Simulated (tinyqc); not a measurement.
Two-valley model of the transferred-electron effect: one step, computed by the program tinyqc.

Both kinds of valley share one electron temperature T_e, and each has a constant mobility.

Question. Equilibrium. Density-of-states ratio R = Z (m2/m1)^(3/2); n2/n1 = R exp(-dE/(k_B T_e)); mean mobility mu = (mu1 + mu2 n2/n1)/(1 + n2/n1); energy balance e mu F^2 = (3/2) k_B (T_e - T)/tau_E; v = mu F.

Inputs (values chosen for the exercise, modelled on GaN):
```
quantity                       value        unit
central-valley mass m1           0.2         m_0
satellite-valley mass m2        0.44         m_0
satellite valleys Z                6           -
valley separation dE             1.3          eV
central-valley mobility mu1     1000  cm^2/(V s)
satellite-valley mobility mu2     64  cm^2/(V s)
lattice temperature T            300           K
```

Solver: damped fixed point.

Constants: k_B = 8.617333262e-05 eV/K.

Give: R; n2/n1 without field; low-field mobility.

Answer.

R = 19.579

n2/n1 without field = 2.8363e-21

low-field mobility = 1000 cm^2/(V s)

dE is 50.3 k_B T, so the satellites are empty without field.
